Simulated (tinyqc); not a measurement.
CMOS latch-up, two-transistor model: one step of the calculation.

A parasitic pnp (emitter at Vdd, base shunted by Rw) and npn (emitter at ground, base shunted by Rs) feed each other: the npn collector current flows out of the pnp base node, the pnp collector current into the npn base node. Forward-active transistors with constant gains: Icn = Isn exp(Vn/Vt), Icp = Isp (exp(Vp/Vt) - 1). A current Ii is injected into the npn base node.

Question. The off branch. Node equations: Vp/Rw + Icp/bp = Icn and Vn/Rs + Icn/bn = Icp + Ii. Loop gain G = gn gp/[(1/Rw + gp/bp)(1/Rs + gn/bn)], gn = Icn/Vt, gp = (Icp + Isp)/Vt; the off state ends where G = 1, and Ii there is the trigger current. For each Vn: Icn, then Vp from the first equation, then Ii from the second.

Values chosen for this exercise; values close to those of bulk CMOS: temperature T = 293 K; current gain of the npn bn = 23; current gain of the pnp bp = 4.6; saturation current of the npn at T Isn = 6.9e-16 A; saturation current of the pnp at T Isp = 5e-16 A; substrate resistance shunting the npn Rs = 180 ohm; well resistance shunting the pnp Rw = 860 ohm; current injected into the substrate Ii = 2.6 mA.

Constants: q = 1.602176634e-19 C, kB = 1.380649e-23 J/K, Vt = kB T/q. Results are converted to the units shown.

Vn, point 0 to 7 (V): 0.498  0.578  0.628  0.658  0.678  0.698  0.713  0.728

Find: Icn; Vp; Icp; Ii; G.

Answer.

```
point  Icn (mA)    Vp (V)   Icp (mA)  Ii (mA)          G
0      2.540e-4  2.184e-4  4.344e-15    2.767  3.110e-14
1      0.006037  0.005192  1.141e-13    3.211  8.986e-13
2       0.04374   0.03761  1.718e-12    3.491  2.324e-11
3        0.1435    0.1234  6.583e-11    3.662   2.213e-9
4        0.3169    0.2725   2.433e-8    3.780   1.704e-6
5        0.6996    0.5998    0.01035    3.898      1.343
6         1.267    0.7316      1.917    2.100      27.87
7         2.296    0.7623      6.482   -2.338      43.09
```

Ii peaks at 3.898 mA, at Vn = 0.6977 V where G = 1; beyond it the loop feeds itself.

Computed by the program tinyqc: `OMP_NUM_THREADS=1 python tinyqc.py 2670031 2670032 out.jsonl`, one thread of a shared Intel Xeon 2.30GHz, about 0.04 s for the whole run.
